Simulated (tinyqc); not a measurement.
Inside a calculation. Model: Deal-Grove kinetics of thermal oxidation of silicon. Computed by tinyqc, a small Python program that keeps every step. Command: `OMP_NUM_THREADS=1 python tinyqc.py 3009392 3009393 out.jsonl oxide walk`. One thread of a shared host (Intel(R) Xeon(R) Processor @ 2.30GHz), about 0.02 s of CPU time with the checks. Intermediate numbers are printed to about 7 digits and carried at full precision; extremes and crossings named in words are read from the listed rows.

Oxidant diffuses through the oxide and reacts at the interface, so that dx/dt = B/(A + 2x) for the oxide thickness x.

Inputs (values chosen for the exercise, close to those used for silicon):
```
quantity                       value    unit
prefactor B0                     830  um^2/h
activation energy E_B           1.23      eV
prefactor (B/A)0            6.51e+06    um/h
activation energy E_A           2.01      eV
temperature T                   1025       C
oxidant pressure p               0.5     atm
pressure exponent m of B/A      0.74       -
initial oxide x_i               0.01      um
time t                           2.7       h
temperature of step 2, T2        850       C
time of step 2, t2              0.34       h
```

Ambient: dry oxygen. Surface: (111). Extension: second step.

Constants: k_B = 8.617333262e-05 eV/K.

## Rate constants

B = B0 p exp(-E_B/(k_B T)), B/A = (B/A)0 p^m exp(-E_A/(k_B T)), p in atm; A = B/(B/A). Temperatures in kelvin are T(C) + 273.15.

parabolic constant B = 0.006963813 um^2/h

linear constant B/A = 0.06129733 um/h

length A = 0.1136071 um

Reaction at the interface limits growth while x is well below A/2 = 0.0568 um, diffusion once x is well above it.

## Thickness after the oxidation

tau = (x_i^2 + A x_i)/B and x = (A/2) [sqrt(1 + 4 B (t + tau)/A^2) - 1], the root of x^2 + A x = B (t + tau). Silicon consumed is 0.44 times the oxide grown; the rate is B/(A + 2x).

tau = 0.1774992 h

oxide thickness x = 0.09572516 um

silicon consumed = 0.03771907 um

final growth rate = 0.02282787 um/h

2x/A = 1.69: reaction and diffusion both resist, diffusion with a share 2x/(A + 2x) = 0.63. Caution: dry oxides grow faster than Deal-Grove predicts below about 0.03 um, so a start from a thinner film underestimates the thickness (a common remedy is x_i = 0.025 um).

## Full law against its linear and parabolic limits

Linear limit x = (B/A)(t + tau); parabolic limit x = sqrt(B (t + tau)).

Thickness (um):
```
t (h)       full  linear limit  parabolic limit      2x/A
0.05   0.0125571      0.013945        0.0398028  0.221063
0.1    0.0150233      0.017010        0.0439597  0.264478
0.25   0.0219598      0.026205        0.0545621  0.386592
0.5    0.0323291      0.041529        0.0686875  0.569138
1      0.0500914      0.072178        0.0905532  0.881835
2      0.0788074      0.133475        0.1231410  1.387368
4      0.1229684      0.256070        0.1705618  2.164801
8      0.1884987      0.501259        0.2386348  3.318432
16     0.2836134      0.991638        0.3356443  4.992881
32     0.4199613      1.972395        0.4733689  7.393222
```

Both limits lie above the full result, since each drops one resistance. The linear law overshoots by 11 % in the first row and 370 % in the last, the parabolic law by 220 % and 13 %. The better limit switches between 1 and 2 h; both give the same value where B (t + tau) = A^2, at 2x/A = sqrt5 - 1 = 1.24.

## A second oxidation in the same ambient

Step 2 starts from the thickness x of step 1, with B and A at T2: tau2 = (x^2 + A2 x)/B2 and x2 = (A2/2) [sqrt(1 + 4 B2 (t2 + tau2)/A2^2) - 1].

B2 = 0.001255494 um^2/h

A2 = 0.3366907 um

tau2 = 32.96956 h

thickness after both steps x2 = 0.09653217 um

## Two steps, the one at T2 first

First t2 at T2 from x_i, then t at T from the thickness reached.

thickness after t2 at T2 = 0.01119276 um

final thickness in this order = 0.09625131 um

The order changes the result by -0.29 %: ending with the larger A gives the thicker film, since A differs between the steps and the times are not simply additive.

Checks made by the program: closed form against Runge-Kutta integration of dx/dt (relative difference below 1e-10).
